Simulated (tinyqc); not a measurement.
# Changing the layers in the well N

Model: surface segregation during layer-by-layer epitaxy: two-layer exchange kinetics and the shape of quantum wells and delta layers. Computed by tinyqc, a small Python program. Command: `OMP_NUM_THREADS=1 python tinyqc.py 3014891 3014892 out.jsonl mbeseg sweep`. One thread of a shared host (Intel(R) Xeon(R) Processor @ 2.30GHz), about 0.01 s of CPU time with the checks.

Atoms A and B exchange only between the growing layer and the one below it. B is supplied for N layers, then pure A follows.

Inputs (values chosen for the exercise, close to those used for gallium in AlAs):

| quantity | value | unit |
|---|---|---|
| barrier E1 for B to move up | 1.94 | eV |
| segregation energy E_s | 0.094 | eV |
| attempt frequency nu | 10 | THz |
| growth rate G | 1.1 | layers/s |
| share x0 of B in the flux during the well | 0.43 | - |
| layer thickness | 2.83 | angstrom |
| temperature T | 450 | C |

Constants: k_B = 8.617333262e-05 eV/K.

Method:
- p1 = nu exp(-E1/(k_B T)) (B up, A down), p2 = nu exp(-(E1 + E_s)/(k_B T)) (B down); time per layer tau = 1/G; K = p1/p2.
- Temperatures in kelvin are T(C) + 273.15.
- Dilute equilibrium share passed up per layer R_eq = K/(1 + K).
- Each layer is deposited complete with B share x_dep and then exchanges for the time tau = 1/G with the layer below, whose share is b (total c = s + b fixed): ds/dt = p1 b (1 - s) - p2 s (1 - b), s(0) = x_dep. With the roots s1 < s2 of the right side, (s - s1)/(s - s2) = [(s(0) - s1)/(s(0) - s2)] exp(-(p1 - p2)(s2 - s1) tau). The lower layer is then buried with c - s, and s becomes the b of the next layer.
- In the dilute tail each layer passes up the share R = R_eq (1 - exp(-(p1 + p2) tau)); decay length = -layer thickness/ln R.
- Index 0 is the last layer of pure A below the well. Share of B outside the intended layers 1..N = 1 - (sum over 1..N)/(N x0).

One run for each value:

| layers in the well N | peak share (largest buried share) | share of B outside the well |
|---|---|---|
| 1 | 0.3152 | 0.2670 |
| 2 | 0.3657 | 0.1497 |
| 3 | 0.4203 | 0.1014 |
| 4 | 0.4285 | 0.0762 |
| 6 | 0.4300 | 0.0508 |
| 8 | 0.4300 | 0.0381 |
| 12 | 0.4300 | 0.0254 |
| 16 | 0.4300 | 0.0191 |
| 24 | 0.4300 | 0.0127 |

What does the table show, and why?

Over the rows, peak share (largest buried share) rises from 0.315 to 0.430, flat over part of the range; share of B outside the well falls from 0.267 to 0.0127 (exponent d ln y / d ln x -0.84 between the first rows and -1.0 between the last). In the dilute limit the share approaches x0 roughly as 1 - R^n.

Caution (all rows): two-layer exchange with complete layers is a simplification that can understate segregation at low temperature; desorption, step-edge exchange and surfactants are left out.

Extremes, crossings and ranges named in words are read from the listed rows.
